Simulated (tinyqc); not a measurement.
sp3s* tight binding: one step. Levels at Gamma. Two cases, with inputs chosen for the exercise.

Question. At k = 0 only g0 = 1 is left and H falls into 2 x 2 blocks [[E_a, V], [V, E_c]] with roots (E_a + E_c)/2 -/+ sqrt(((E_a - E_c)/2)^2 + V^2); the s* levels stay uncoupled. The direct gap runs from the highest lower root of the p blocks to the lowest upper root.

Give: Blocks at Gamma (eV); direct gap at Gamma.

Case 1.

Values chosen (near a published set for GaAs, fitted to gaps, whose masses and valley positions are rough; shifted at random, so the results belong to these values and not to a real crystal): Esa = -8.324 eV (s level of the anion); Esc = -2.666 eV (s level of the cation); Epa = 1.038 eV (p level of the anion); Epc = 3.664 eV (p level of the cation); Vss = -6.486 eV (s-s); Vxx = 1.953 eV (px-px).

Answer.

Blocks at Gamma (eV):
```
block            E_a      E_c        V  lower root  upper root
s (Gamma1)   -8.3240  -2.6660  -6.4860    -12.5711      1.5811
p (Gamma15)   1.0380   3.6640   1.9530     -0.0023      4.7043
```

direct gap at Gamma = 1.5835 eV

Case 2.

Values chosen (near a published set for GaP, fitted to gaps, whose masses and valley positions are rough; shifted at random, so the results belong to these values and not to a real crystal): Esa = -8.103 eV (s level of the anion); Esc = -2.199 eV (s level of the cation); Epa = 1.125 eV (p level of the anion); Epc = 4.104 eV (p level of the cation); Vss = -7.465 eV (s-s); Vxx = 2.153 eV (px-px).

Answer.

Blocks at Gamma (eV):
```
block            E_a      E_c        V  lower root  upper root
s (Gamma1)   -8.1030  -2.1990  -7.4650    -13.1785      2.8765
p (Gamma15)   1.1250   4.1040   2.1530     -0.0035      5.2325
```

direct gap at Gamma = 2.8800 eV

The lowest empty level at Gamma is s-like.

Computed by tinyqc, one run a case: `OMP_NUM_THREADS=1 python tinyqc.py N N+1 out.jsonl` with N = 1452139, 1452213; one thread of a shared Intel(R) Xeon(R) Processor @ 2.30GHz, about 0.1 s a run at most.
